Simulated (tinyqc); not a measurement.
Inside a calculation. Model: Born-Mayer model of an ionic crystal AB. Computed by tinyqc, a small Python program that keeps every step. Command: `OMP_NUM_THREADS=1 python tinyqc.py 3009942 3009943 out.jsonl bornmayer walk`. One thread of a shared host (Intel(R) Xeon(R) Processor @ 2.30GHz), about 0.01 s of CPU time with the checks. Intermediate numbers are printed to about 6 digits and carried at full precision; extremes and crossings named in words are read from the listed rows.

Energies are per ion pair and r is the nearest distance of unlike ions.

Inputs (values chosen for the exercise, for a model salt):
```
quantity,value,unit
ionic charge z,1,-
unlike repulsion lambda,19800,eV
range rho,0.293,angstrom
like repulsion lambda2,292,eV
dispersion C between like ions,6.8,eV angstrom^6
pressure P,2,GPa
```

Structure: zinc blende. Short range: with like-ion terms.

Constants: e^2/(4 pi eps_0) = 14.39964548 eV angstrom; 1 eV/angstrom^3 = 160.2176634 GPa.

## Equilibrium distance at zero pressure

Madelung constant M, unlike neighbours z1, like neighbours z2 at f r, volume per pair: rock salt 1.747565, 6, 12, sqrt2, 2 r^3; caesium chloride 1.762675, 8, 6, 2/sqrt3, 8 r^3/(3 sqrt3); zinc blende 1.638055, 4, 12, sqrt(8/3), 16 r^3/(3 sqrt3). U(r) = -M z^2 e^2/(4 pi eps_0 r) + z1 lambda exp(-r/rho) + z2 [lambda2 exp(-f r/rho) - C/(f r)^6] (one mean like-ion term for both sublattices). Newton steps on g(r) = U'(r), from r = 9 rho: r(new) = r - U'(r)/U''(r), with the move limited to 0.3 angstrom. Where U'' is negative, move 0.3 angstrom downhill. Stop when |U'| is below 1e-9.

Newton steps:
```
step,r (angstrom),U' (eV/angstrom),U'' (eV/angstrom^2)
1,2.63700,-2.99455e+01,111.247
2,2.90618,-1.05055e+01,43.483
3,3.14778,-3.44749e+00,18.389
4,3.33525,-9.51883e-01,9.222
5,3.43847,-1.64434e-01,6.216
6,3.46492,-8.20220e-03,5.606
7,3.46639,-2.35440e-05,5.573
8,3.46639,-1.95561e-10,5.573
```

equilibrium distance r0 = 3.46639 angstrom

## Terms of the lattice energy

The formulas are those given above.

terms (eV): Coulomb -6.80460, unlike repulsion 0.57640, like repulsion 0.00001, dispersion -0.00248

lattice energy U = -6.23067 eV per pair

The short-range terms together cancel 8.4 % of the Coulomb energy.

## Bulk modulus

B = U''(r0)/(9 c r0), with the volume written as c r^3.

U''(r0) = 5.57329 eV/angstrom^2

bulk modulus B = 9.29531 GPa

## Under pressure

With the volume written as c r^3, under pressure take the root at the minimum of the enthalpy and solve U'(r) + 3 c r^2 P = 0; H = U + P V; B = (U'' - 2 U'/r)/(9 c r).

distance at P = 3.30390 angstrom

volume at P = 111.050 angstrom^3

enthalpy at P = -4.75267 eV per pair

bulk modulus at P = 19.4813 GPa

The volume shrinks by 13.41 %, against P/B = 21.52 % in linear elasticity: the crystal stiffens.

## Three structures under pressure

The formulas are those given above.

Enthalpy (eV per pair):
```
P (GPa),rock salt,caesium chloride,zinc blende
0,-6.4473,-6.3472,-6.23067e+00
2,-5.3609,-5.4329,-4.75267e+00
5,-3.8859,-4.1764,-2.79952e+00
10,-1.6570,-2.2609,1.00475e-01
20,2.3260,1.1893,5.20579e+00
40,9.3009,7.2781,1.40217e+01
70,18.4696,15.3360,2.54737e+01
100,26.7411,22.6409,3.57175e+01
```

volumes at zero pressure (angstrom^3): rock salt 92.192, caesium chloride 76.910, zinc blende 128.254

At zero pressure the order is rock salt < caesium chloride < zinc blende. Between 0 and 2 GPa the lowest enthalpy passes from rock salt to caesium chloride. Pressure favours the denser structure, through P V. The Madelung constants, the number of repulsive contacts and the volumes (92.2, 76.9, 128.3 angstrom^3 at P = 0) all matter. Caution: rigid ions with fixed charges leave out polarisation and covalency, so such models often misplace transition pressures.

Checks made by the program: Madelung constant against an Ewald sum (relative difference 3e-08); Newton against bracketing (relative difference below 1e-10).
